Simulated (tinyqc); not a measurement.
Electron-beam lithography: double-Gaussian proximity function, edge placement and dose correction for parallel lines: one step, computed by the program tinyqc. Command: `OMP_NUM_THREADS=1 python tinyqc.py 3110422 3110423 out.jsonl proximity walk`. One thread of a shared host (Intel(R) Xeon(R) Processor @ 2.30GHz), about 0.01 s of CPU time with the checks.

Lines are infinitely long. Absorbed energy is counted so that the middle of a very large area written at dose 1 receives 1; the resist develops where it exceeds 1/2.

Problem. Shot noise and writing time. With dose = d_s D0: electrons per pixel N = dose x pixel area/e; relative noise 1/sqrt(N); time per cm^2 of pattern area = dose x density/current; pixel rate = current/(dose x pixel area).

Inputs (values chosen for the exercise, of the order of those for 30 keV electrons in resist on silicon): beam current = 3.2 nA; pixel size = 4 nm; pattern density around the test line = 0.69.

dose = 65.98326 microcoulomb/cm^2

Constants: e = 1.602176634e-19 C.

Give: electrons per pixel; shot noise; writing time per cm^2; pixel rate.

Solution.

electrons per pixel = 65.894

shot noise = 12.319 %

writing time per cm^2 = 3.9521 h

pixel rate = 303.11 MHz
